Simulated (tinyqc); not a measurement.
Reverse leakage of an n+-p junction: diffusion, generation, trap-assisted and band-to-band tunnelling: one step of the calculation.

One-sided abrupt junction in the depletion approximation, x from the junction (0) to W on the p side, field F = F0 (1 - x/W). Flat quasi-Fermi levels, long p side. Traps generate through SRH with both lifetimes shortened by 1 + Gamma (Hurkx enhancement, form for moderate fields); band-to-band generation is local and needs a total bending above Eg.

Task. Field, scales and diffusion current. ni = sqrt(Nc Nv) exp(-Eg/(2 Vt)), Eg in volts; Vbi = Vt ln(Na Nd/ni^2); W = sqrt(2 eps0 eps_r (Vbi + VR)/(q Na)); F0 = 2 (Vbi + VR)/W; FG = sqrt(24 mt m0 (kB T)^3)/(q hbar); J_diff = q ni^2 sqrt(Dn/tau)(1 - exp(-VR/Vt))/Na.

Values chosen for this exercise; band and dielectric values close to those of silicon: temperature T = 358 K; band gap Eg = 1.13 eV; relative permittivity eps_r = 11.8; conduction-band density of states at T Nc = 3.6e19 cm^-3; valence-band density of states at T Nv = 3.52e19 cm^-3; acceptor density of the lighter side Na = 3.2e17 cm^-3; donor density of the heavier side Nd = 1e19 cm^-3; SRH lifetime of both carriers at zero field tau = 5e-8 s; tunnelling mass mt = 0.23 m0; electron diffusion coefficient on the lighter side Dn = 5.1 cm^2/s; reverse bias VR = 2.6 V.

Constants: q = 1.602176634e-19 C, kB = 1.380649e-23 J/K, hbar = 1.054571817e-34 J s, m0 = 9.1093837015e-31 kg, Vt = kB T/q, eps0 = 8.8541878128e-14 F/cm where lengths are in cm. Results are converted to the units shown.

Find: ni; Vbi; W; F0; FG; J_diff.

Result.

ni = 3.9590e11 cm^-3
Vbi = 0.94547 V
W = 120.21 nm
F0 = 589.88 kV/cm
FG = 461.19 kV/cm
J_diff = 7.9255e-10 A/cm^2

Program tinyqc, `OMP_NUM_THREADS=1 python tinyqc.py 2290171 2290172 out.jsonl`; Intel Xeon 2.30GHz, shared host, one thread, about 0.01 s.
